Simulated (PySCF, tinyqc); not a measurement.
Inside a calculation. Method: CCSD on RHF in the sto-6g basis, frozen core, for Li-, spin multiplicity 1. The basis has no diffuse functions, so it cannot describe the extra electron: this is an exercise in the method, not the real anion. The lowest restricted solution is unstable here: a spin-polarised one lies 0.0049 hartree lower (PySCF). One step of it, computed by the program tinyqc.

Problem. Iteration 1: building the Fock matrix. J_ij = sum D_kl (ij|kl), K_ij = sum D_kl (ik|jl); F = H + J - 0.5 K; E = tr D H + tr D J / 2 - 0.25 tr D K + E_nn.

D at the start:
```
            1Li 1s     1Li 2s   1Li 2px   1Li 2py   1Li 2pz
1Li 1s    2.776196  -0.303691  0.000000  0.000000  0.000000
1Li 2s   -0.303691   1.366990  0.000000  0.000000  0.000000
1Li 2px   0.000000   0.000000  0.000000  0.000000  0.000000
1Li 2py   0.000000   0.000000  0.000000  0.000000  0.000000
1Li 2pz   0.000000   0.000000  0.000000  0.000000  0.000000
```

core Hamiltonian H = T + V (hartree):
```
            1Li 1s     1Li 2s    1Li 2px    1Li 2py    1Li 2pz
1Li 1s   -4.450402  -0.939085   0.000000   0.000000   0.000000
1Li 2s   -0.939085  -1.093522   0.000000   0.000000   0.000000
1Li 2px   0.000000   0.000000  -0.879985   0.000000   0.000000
1Li 2py   0.000000   0.000000   0.000000  -0.879985   0.000000
1Li 2pz   0.000000   0.000000   0.000000   0.000000  -0.879985
```

Two-electron integrals (ij|kl) in chemists' order, unique and non-zero (hartree):
```
(11|11) 1.681247   (21|11) 0.242603   (21|21) 0.044507   (22|11) 0.397190
(22|21) 0.090279   (22|22) 0.290625   (31|31) 0.009437   (32|31) 0.014261
(32|32) 0.064236   (33|11) 0.397190   (33|21) 0.090279   (33|22) 0.290625
(33|33) 0.313125   (41|41) 0.009437   (42|41) 0.014261   (42|42) 0.064236
(43|43) 0.016875   (44|11) 0.397190   (44|21) 0.090279   (44|22) 0.290625
(44|33) 0.279374   (44|44) 0.313125   (51|51) 0.009437   (52|51) 0.014261
(52|52) 0.064236   (53|53) 0.016875   (54|54) 0.016875   (55|11) 0.397190
(55|21) 0.090279   (55|22) 0.290625   (55|33) 0.279374   (55|44) 0.279374
(55|55) 0.313125
```

nuclear repulsion = 0 hartree

Give: Coulomb J; exchange K; Fock matrix F; total energy of this density.

Solution.

Coulomb J (hartree):
```
         1Li 1s  1Li 2s  1Li 2px  1Li 2py  1Li 2pz
1Li 1s    5.063   0.770    0.000    0.000    0.000
1Li 2s    0.770   1.445    0.000    0.000    0.000
1Li 2px   0.000   0.000    1.445    0.000    0.000
1Li 2py   0.000   0.000    0.000    1.445    0.000
1Li 2pz   0.000   0.000    0.000    0.000    1.445
```

exchange K (hartree):
```
         1Li 1s  1Li 2s  1Li 2px  1Li 2py  1Li 2pz
1Li 1s    4.581   0.663    0.000    0.000    0.000
1Li 2s    0.663   0.466    0.000    0.000    0.000
1Li 2px   0.000   0.000    0.105    0.000    0.000
1Li 2py   0.000   0.000    0.000    0.105    0.000
1Li 2pz   0.000   0.000    0.000    0.000    0.105
```

Fock matrix F (hartree):
```
         1Li 1s  1Li 2s  1Li 2px  1Li 2py  1Li 2pz
1Li 1s   -1.678  -0.501    0.000    0.000    0.000
1Li 2s   -0.501   0.119    0.000    0.000    0.000
1Li 2px   0.000   0.000    0.512    0.000    0.000
1Li 2py   0.000   0.000    0.000    0.512    0.000
1Li 2pz   0.000   0.000    0.000    0.000    0.512
```

total energy of this density = -8.73570 hartree

This density is the starting one; it is not idempotent, so its energy is not variational and may lie below the converged one.
